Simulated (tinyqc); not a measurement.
Inputs raised by 10 %, one at a time: admittance spectroscopy and thermally stimulated current of one trap level in a depletion layer. Computed by tinyqc, a small Python program. Command: `OMP_NUM_THREADS=1 python tinyqc.py 3111027 3111028 out.jsonl admit sens`. One thread of a shared host (Intel(R) Xeon(R) Processor @ 2.30GHz), about 0.02 s of CPU time with the checks.

A Schottky junction on n-type material holds one donor-like electron trap; shallow donors are fully ionised and abrupt depletion edges are assumed.

Inputs (values chosen for the exercise, modelled on n-type silicon):
```
quantity,value,unit
dielectric constant eps,11.7,-
density-of-states mass m,1.05,m_0
shallow doping N,1.9e+15,1/cm^3
trap density N_t,5e+14,1/cm^3
trap depth E_t below the band,0.234,eV
capture cross section sigma,4.1e-17,cm^2
band bending V_b,0.96,V
test frequency f,900,Hz
heating rate beta,0.24,K/s
```

Constants: k_B = 1.380649e-23 J/K; m_0 = 9.1093837015e-31 kg; h = 6.62607015e-34 J s; k_B = 8.617333262e-05 eV/K; eps_0 = 8.8541878128e-12 F/m; e = 1.602176634e-19 C.

Method:
- N_c = 2 (2 pi m k_B T/h^2)^(3/2), v_th = sqrt(3 k_B T/m), emission rate e_n = sigma v_th N_c exp(-E_t/(k_B T)).
- Where the level crosses the Fermi level capture equals emission, so the trap follows the signal with the rate 2 e_n; G/omega peaks at omega = 2 e_n (the correction for large N_t/N is left out).
- Solve 2 e_n(T_p) = 2 pi f.
- With E_c - E_F = k_B T_p ln(N_c/N): lambda = sqrt(2 eps eps_0 (E_t - (E_c - E_F))/(e^2 N)); traps are empty and charged for x < x_t = w - lambda, and V_b = e (N w^2 + N_t x_t^2)/(2 eps eps_0). High frequency: C_hf = eps eps_0/w. Low frequency: C_lf = eps eps_0 (N + N_t)/(N w + N_t x_t).
- Thermally stimulated current without retrapping: filled share n(T) = exp(-(1/beta) int e_n dT), current proportional to e_n n; the peak obeys beta (E_t/(k_B T^2) + 2/T) = e_n(T). The integral starts at 0.5 T_m and uses 4000 trapezoid steps to 1.2 T_m.
- Chen's first-order estimate from the full width W = T_2 - T_1 between the half-height points: E = 2.52 k_B T_m^2/W - 2 k_B T_m.

Runs:
```
input moved,from,to,peak temperature T_p (K),peak temperature T_m (K),C_hf (nF/cm^2),lambda (nm)
base run,-,-,188.8,112.3,13.57,247.2
trap depth E_t below the band (eV),0.234,0.2574,205.3,122.3,13.53,258.7
shallow doping N (1/cm^3),1.9e+15,2.09e+15,188.8,112.3,14.16,237.7
trap density N_t (1/cm^3),5e+14,5.5e+14,188.8,112.3,13.63,247.2
band bending V_b (V),0.96,1.056,188.8,112.3,12.96,247.2
test frequency f (Hz),900,990,189.9,112.3,13.57,245.8
density-of-states mass m (m_0),1.05,1.155,187.7,111.9,13.57,245.3
heating rate beta (K/s),0.24,0.264,188.8,112.7,13.57,247.2
```

Exponents ln(y'/y) / ln(x'/x):
```
input,peak temperature T_p,peak temperature T_m,C_hf,lambda
trap depth E_t below the band,0.879,0.894,-0.024,0.479
shallow doping N,0.000,0.000,0.447,-0.410
trap density N_t,0.000,0.000,0.053,0.000
band bending V_b,0.000,0.000,-0.476,0.000
test frequency f,0.061,0.000,0.003,-0.058
density-of-states mass m,-0.061,-0.036,0.004,-0.079
heating rate beta,0.000,0.036,0.000,0.000
```

To which inputs is each result most sensitive?

Among the inputs moved here: peak temperature T_p answers most in size to trap depth E_t below the band (exponent +0.879), next to test frequency f (+0.061); its exponent is below 0.0005 for shallow doping N, trap density N_t, band bending V_b, heating rate beta. Peak temperature T_m answers most in size to trap depth E_t below the band (exponent +0.894), next to density-of-states mass m (-0.036); its exponent is below 0.0005 for shallow doping N, trap density N_t, band bending V_b, test frequency f. C_hf answers most in size to band bending V_b (exponent -0.476), next to shallow doping N (+0.447); its exponent is below 0.0005 for heating rate beta. Its exponent -0.476 in band bending V_b: w grows as sqrt(V_b). Lambda answers most in size to trap depth E_t below the band (exponent +0.479), next to shallow doping N (-0.410); its exponent is below 0.0005 for trap density N_t, band bending V_b, heating rate beta.

Extremes, crossings and ranges named in words are read from the listed rows.
